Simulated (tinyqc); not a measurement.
Hot electrons in a saturated n-channel MOSFET, lucky-electron model: one step of the calculation.

Beyond pinch-off the lateral field grows as Esat cosh(y/l) over the velocity-saturated region (pseudo-two-dimensional model). Impact ionisation in this region gives the substrate current, which biases the body forward through Rsub. Currents are per width. Local-field laws: they overstate ionisation when the field peak is narrower than an energy relaxation length.

Task. Body bias from the substrate current. Cox = 3.9 eps0/tox. Overdrive g = Vg - VT + kb Vb; Vdsat = g Esat L/(g + Esat L); Id = Cox vs (g - Vdsat); dV = Vd - Id Rd - Vdsat; Em = sqrt((dV/l)^2 + Esat^2); Isub = Id (Ai/Bi) l Em exp(-Bi/Em). Vb(new) = Rsub Isub.

Values chosen for this exercise; values close to those of silicon n-channel devices:
```
symbol  value    unit                                   meaning
L         0.5      um                            channel length
tox        12      nm                           oxide thickness
VT        0.4       V                                 threshold
vs      7.1e6    cm/s                       saturation velocity
Ai        2e6    1/cm                      ionisation prefactor
Bi       1.75   MV/cm                          ionisation field
Rd        200  ohm um     resistance of the lightly doped drain
Rsub     4000  ohm um                      substrate resistance
kb       0.36          fall of VT per volt of forward body bias
Vd        3.4       V                             drain voltage
Vg        2.3       V                              gate voltage
```

Constants: eps0 = 8.8541878128e-14 F/cm where lengths are in cm. Results are converted to the units shown.

Vb at the start = 0 V
l = 80.498447 nm
Esat = 0.050714286 MV/cm

Find: Vdsat; Id; dV; Em; Isub; Vb after iteration 1.

Result.

Vdsat = 1.086 V
Id = 166.3 uA/um
dV = 2.281 V
Em = 0.2878 MV/cm
Isub = 1.007 uA/um
Vb after iteration 1 = 0.004028 V

Computed by the program tinyqc: `OMP_NUM_THREADS=1 python tinyqc.py 2550163 2550164 out.jsonl`, one thread of a shared Intel Xeon 2.30GHz, about 0.01 s for the whole run.
